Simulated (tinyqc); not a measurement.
Delta-doped layer in the Thomas-Fermi potential: one step. Estimate from a V-shaped well. Two cases, with inputs chosen for the exercise.

Task: Near z = 0 the well is -depth + e F0 |z|, whose levels are a (c (e F0)^2/m_z)^(1/3) with a = 1.018793 (even) and 2.338107 (odd); c = hbar^2/2m0, m_z = ml, for the unprimed levels.

Constants: hbar^2/2m0 = 3.80998211 eV angstrom^2.

Give: levels 0 and 1.

Case 1.

Values chosen (out of a larger set: near those of a delta-doped layer in Si; not measured data): ml = 0.943 m0 (longitudinal mass); mt = 0.185 m0 (transverse mass).

e F0 = 0.06418357 eV/angstrom
depth = 0.341227 eV

Subbands:
```
label  valleys g  m_d (m0)     E (eV)  rms z (angstrom)
0              2  0.185000  -0.156033             5.214
0'             4  0.417678  -0.088361            12.690
1              2  0.185000  -0.023827            17.897
2              2  0.185000  -0.003091            45.437
```

Result:

levels 0 and 1 (eV): [-0.0811, 0.2557]

Level 0 comes out 75 meV too high, since screening flattens the true well away from the plane, and level 1 lands above the rim at 0.

Case 2.

Values chosen (out of a larger set: near those of a delta-doped layer in Si; not measured data): ml = 0.896 m0 (longitudinal mass); mt = 0.188 m0 (transverse mass).

e F0 = 0.01082615 eV/angstrom
depth = 0.082476 eV

Subbands:
```
label  valleys g  m_d (m0)     E (eV)  rms z (angstrom)
0              2  0.188000  -0.030094            10.971
0'             4  0.410424  -0.015218            28.440
1              2  0.188000  -0.001063            62.350
```

Result:

levels 0 and 1 (eV): [-0.0017, 0.1029]

Level 0 comes out 28 meV too high, since screening flattens the true well away from the plane, and level 1 lands above the rim at 0.

Computed by tinyqc, one run a case: `OMP_NUM_THREADS=1 python tinyqc.py N N+1 out.jsonl` with N = 1250602, 1251152; one thread of a shared Intel(R) Xeon(R) Processor @ 2.30GHz, about 0.1 s a run at most.
